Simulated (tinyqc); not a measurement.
Grain growth, pinning, strength and diffusional creep of a polycrystal or thin film: one step, computed by the program tinyqc. Command: `OMP_NUM_THREADS=1 python tinyqc.py 3013897 3013898 out.jsonl grain walk`. One thread of a shared host (Intel(R) Xeon(R) Processor @ 2.30GHz), about 0.01 s of CPU time with the checks.

One mean grain size d describes the structure.

Task: Diffusional creep at T_c. Nabarro-Herring rate = 14 sigma Omega D_l/(k_B T d^2), D_l = D0 exp(-Q_l/(k_B T)); Coble rate = 14 pi sigma Omega delta D_b/(k_B T d^3), delta D_b = delta D0b exp(-Q_b/(k_B T)); they are equal at d_x = pi delta D_b/D_l.

Inputs (values chosen for the exercise, modelled on copper):
```
quantity                         value        unit
atomic volume Omega              11.81  angstrom^3
anneal temperature T               520           K
lattice diffusion energy Q_l      2.19          eV
boundary diffusion energy Q_b    0.953          eV
lattice prefactor D0           3.7e-05       m^2/s
boundary prefactor delta D0b   2.6e-14       m^3/s
applied stress sigma               240         MPa
service temperature T_c            616           K
```

grain size d = 400.2595 nm

Constants: k_B = 1.380649e-23 J/K; k_B = 8.617333262e-05 eV/K.

Give: Nabarro-Herring rate; Coble rate; crossover size d_x; time to 1 % strain.

Result:

Nabarro-Herring rate = 1.303e-09 1/s

Coble rate = 0.09486 1/s

crossover size d_x = 2.913e+07 micrometre

time to 1 % strain = 0.1054 s

Boundary diffusion carries the creep, by a factor 7.3e7. Caution: sigma Omega is not small against k_B T, as the linear creep laws assume. Caution: T_c is above the anneal temperature, so the grains would go on growing in service.
